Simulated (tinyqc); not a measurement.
# Surface Green function of a two-leg ladder, Sancho-Rubio decimation: effect of the broadening

A semi-infinite lead of cells 0, 1, 2, ... with H0 inside a cell and H1 = <cell i|H|cell i + 1>. One rung (site 1 on leg a, site 2 on leg b) is a cell; all hoppings enter with a minus sign. z = E + i eta.

Start with e_s = e = H0, a = H1, b = H1^dagger. Each round: g = (z - e)^(-1); e_s <- e_s + a g b; e <- e + a g b + b g a; a <- a g a; b <- b g b (all with the old a, b). Round k joins cells 2^k apart. Stop when the largest entry of the matrices a and b is below 1e-12 eV; g_s = (z - e_s)^(-1), bulk (z - e)^(-1), density of states -Im Tr/pi. The last column counts the steps of the plain recursion g <- (z - H0 - H1 g H1^dagger)^(-1), one cell a step from g = (z - H0)^(-1), until no entry changes by more than 1e-8 1/eV.

Parameters, values chosen for the exercise: energy E = 1.71 eV.

H0 (eV):

|  | 1 | 2 |
|---|---|---|
| 1 | 0 | -1.39 |
| 2 | -1.39 | 0.68 |

H1 (eV):

|  | 1 | 2 |
|---|---|---|
| 1 | -1 | -0.24 |
| 2 | 0 | -0.54 |

Effect of the broadening:

| eta (eV) | rounds | surface density of states (1/eV) | plain steps |
|---|---|---|---|
| 0.3 | 7 | 0.42433 | 39 |
| 0.1 | 9 | 0.48519 | 117 |
| 0.04 | 10 | 0.50615 | 294 |
| 0.02 | 11 | 0.51343 | 590 |
| 0.01 | 12 | 0.51713 | 1181 |
| 0.004 | 14 | 0.51937 | 2953 |

The rounds go from 7 to 14 and the plain steps from 39 to 2953. Inside a band the plain recursion needs a number of steps that grows as 1/eta, the decimation only as log2(1/eta). The density of states tends to 0.5209 1/eV as eta goes to zero; the first row is 19 % below that and the last 0.29 % below it.

tinyqc, about 0.05 s, one thread, Intel Xeon 2.30GHz (shared host): `OMP_NUM_THREADS=1 python tinyqc.py 2680021 2680022 out.jsonl`
